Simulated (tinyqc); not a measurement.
UHF in the 6-31g basis, for H3, spin multiplicity 2, step by step. One step of it, computed by the program tinyqc.

Task: Iteration 4: diagonalisation and new density. Diagonalise F' = X^T F X, C = X C', fill 2 alpha and 1 beta electrons from the bottom; D(s) = C_occ C_occ^T. Each column has its largest component positive (the first on a tie).

F(alpha) (hartree), lower triangle:
```
           1H 1s      1H 2s      2H 1s      2H 2s      3H 1s      3H 2s
1H 1s   0.096023
1H 2s  -0.451670  -0.417720
2H 1s  -0.341130  -0.400678  -0.094206
2H 2s  -0.370988  -0.378651  -0.537174  -0.392149
3H 1s  -0.341009  -0.400615  -0.011287  -0.134382  -0.094251
3H 2s  -0.370908  -0.378618  -0.134389  -0.209819  -0.537197  -0.392164
```

F(beta) (hartree), lower triangle:
```
           1H 1s      1H 2s      2H 1s      2H 2s      3H 1s      3H 2s
1H 1s  -0.006476
1H 2s  -0.504501  -0.400960
2H 1s  -0.313239  -0.297302   0.323901
2H 2s  -0.382648  -0.320023  -0.245284  -0.175116
3H 1s  -0.313126  -0.297193  -0.088226  -0.178309   0.324043
3H 2s  -0.382573  -0.319956  -0.178341  -0.245561  -0.245158  -0.175000
```

X, lower triangle:
```
           1H 1s      1H 2s      2H 1s     2H 2s      3H 1s     3H 2s
1H 1s   1.269983
1H 2s  -0.574917   2.223487
2H 1s  -0.013338  -0.009615   1.255937
2H 2s   0.052430  -0.753786  -0.493000  1.654049
3H 1s  -0.013292  -0.009620   0.004710  0.046471   1.255935
3H 2s   0.052416  -0.753652   0.046478  0.109875  -0.493004  1.653926
```

Give: F' = X^T F X; orbital energies; coefficients C; F' = X^T F X; orbital energies; coefficients C; D(alpha) after iteration 4; D(beta) after iteration 4.

Result:

F' = X^T F X (alpha) (hartree), lower triangle:
```
        1       2       3       4       5      6
1   0.633
2  -0.588   0.340
3  -0.176  -0.154   0.428
4  -0.090  -0.171  -0.647   0.171
5  -0.176  -0.154   0.067   0.040   0.428
6  -0.090  -0.171   0.040  -0.041  -0.647  0.171
```

orbital energies (alpha) (hartree): MO1 -0.644, MO2 -0.405, MO3 0.193, MO4 0.921, MO5 0.978, MO6 1.128

coefficients C (alpha):
```
         MO1     MO2     MO3     MO4     MO5     MO6
1H 1s  0.240   0.000   0.234   0.482   0.000  -1.267
1H 2s  0.211   0.000   1.668  -0.368  -0.001   1.857
2H 1s  0.244  -0.307  -0.090   0.824   0.913   0.384
2H 2s  0.251  -0.558  -1.040  -0.605  -1.013  -0.847
3H 1s  0.244   0.307  -0.090   0.824  -0.914   0.384
3H 2s  0.251   0.558  -1.039  -0.604   1.014  -0.847
```

F' = X^T F X (beta) (hartree), lower triangle:
```
        1       2       3       4       5      6
1   0.541
2  -0.628   0.316
3  -0.175  -0.122   0.772
4  -0.107  -0.170  -0.490   0.309
5  -0.175  -0.122   0.016  -0.004   0.772
6  -0.107  -0.170  -0.004  -0.090  -0.490  0.309
```

orbital energies (beta) (hartree): MO1 -0.539, MO2 0.060, MO3 0.252, MO4 0.988, MO5 1.095, MO6 1.163

coefficients C (beta):
```
         MO1     MO2     MO3     MO4     MO5     MO6
1H 1s  0.327   0.000   0.193  -0.937   0.000  -0.962
1H 2s  0.456   0.000   1.600   1.150   0.000   1.524
2H 1s  0.147  -0.194  -0.064  -0.621  -0.943   0.696
2H 2s  0.122  -0.677  -1.130   0.153   0.937  -0.955
3H 1s  0.147   0.194  -0.064  -0.620   0.944   0.695
3H 2s  0.122   0.677  -1.130   0.152  -0.938  -0.955
```

D(alpha) after iteration 4, lower triangle:
```
       1H 1s  1H 2s   2H 1s   2H 2s  3H 1s  3H 2s
1H 1s  0.058
1H 2s  0.051  0.045
2H 1s  0.059  0.052   0.154
2H 2s  0.060  0.053   0.233   0.374
3H 1s  0.059  0.052  -0.035  -0.110  0.154
3H 2s  0.060  0.053  -0.110  -0.248  0.233  0.374
```

D(beta) after iteration 4, lower triangle:
```
       1H 1s  1H 2s  2H 1s  2H 2s  3H 1s  3H 2s
1H 1s  0.107
1H 2s  0.149  0.208
2H 1s  0.048  0.067  0.022
2H 2s  0.040  0.055  0.018  0.015
3H 1s  0.048  0.067  0.022  0.018  0.022
3H 2s  0.040  0.055  0.018  0.015  0.018  0.015
```
